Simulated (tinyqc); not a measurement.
Surface photovoltage measurement of the minority-carrier diffusion length in a wafer: one step, computed by the program tinyqc.

Low injection, steady light, a depletion layer much thinner than 1/alpha and L. The excess density dn is taken at the front edge of the neutral region; light that reaches the back is lost.

Problem. One wavelength. alpha = (84.732/lambda - 76.417)^2 per cm with lambda in micrometre (an empirical fit for silicon between 0.7 and 1.05 micrometre). Thick wafer: dn = Phi L/((S_f + D/L)(L + 1/alpha)). Finite wafer, with s = S_b L/D, w = W/L, a = alpha L: dn = [Phi a/(a^2 - 1)] [a - B - exp(-alpha W)(a - s)/(cosh w + s sinh w)]/(S_f + B D/L), B = (sinh w + s cosh w)/(cosh w + s sinh w). Photovoltage V = (k_B T/e) ln(1 + dn/n_0). Lifetime = L^2/D.

Inputs (values chosen for the exercise, modelled on p-type silicon at room temperature):
```
quantity                                             value        unit
diffusion length L                                      63  micrometre
wafer thickness W                                      625  micrometre
diffusivity D                                         26.5      cm^2/s
front recombination velocity S_f                       130        cm/s
back recombination velocity S_b                      44000        cm/s
photon flux entering                               4.5e+13  1/(cm^2 s)
minority density at the surface barrier scale n_0    1e+09      1/cm^3
temperature T                                          298           K
wavelength                                             984          nm
```

Constants: k_B = 8.617333262e-05 eV/K.

Give: alpha; penetration depth 1/alpha; dn, thick wafer; B; dn, finite wafer; photovoltage V; lifetime.

Solution.

alpha = 93.950 1/cm

penetration depth 1/alpha = 106.44 micrometre

dn, thick wafer = 3.8584e+09 1/cm^3

B = 1.0000

dn, finite wafer = 3.8584e+09 1/cm^3

photovoltage V = 40.592 mV

lifetime = 1.4977 microsecond

Caution: dn is not small against n_0, so V is not linear in the flux; the constant-flux reading then needs dn, not V.
